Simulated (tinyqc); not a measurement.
Solid solubility of a dopant against its melt (retrograde solidus), clustering and the electrically active fraction: one step, computed by the program tinyqc.

Problem. Active fraction after the anneal. A highly soluble donor (another dopant than that of the solidus) is limited by clustering. Donors N_a are active, and clusters hold m atoms each: N_t = N_a + m C, m C = N* (N_a/N*)^m, with N*(T) = N*(1273 K) exp[-(E_b/k_B)(1/T - 1/1273)]. Resistivity = 1/(e mu N_a).

Inputs (values chosen for the exercise, of the order of those of aluminium in silicon for the solubility):
```
quantity                                      value        unit
total dopant density N_t                    2.2e+20      1/cm^3
atoms per cluster m                               4           -
cluster scale N* at 1273 K                  3.1e+20      1/cm^3
activation energy E_b of the cluster scale     0.29          eV
anneal temperature T_a                         1175           K
mobility mu                                      55  cm^2/(V s)
```

Clustering: clusters of m atoms, electrons left out.

Constants: k_B = 8.617333262e-05 eV/K; e = 1.602176634e-19 C.

Give: N*(T_a); active density N_a; active fraction; resistivity.

Solution.

N*(T_a) = 2.4866e+20 1/cm^3

active density N_a = 1.6808e+20 1/cm^3

active fraction = 0.76402

resistivity = 0.67515 milliohm cm

Doubling the dose would raise N_a by only 41 %. Caution: this clustering law is a generic form; degeneracy and a doping-dependent mobility are left out.
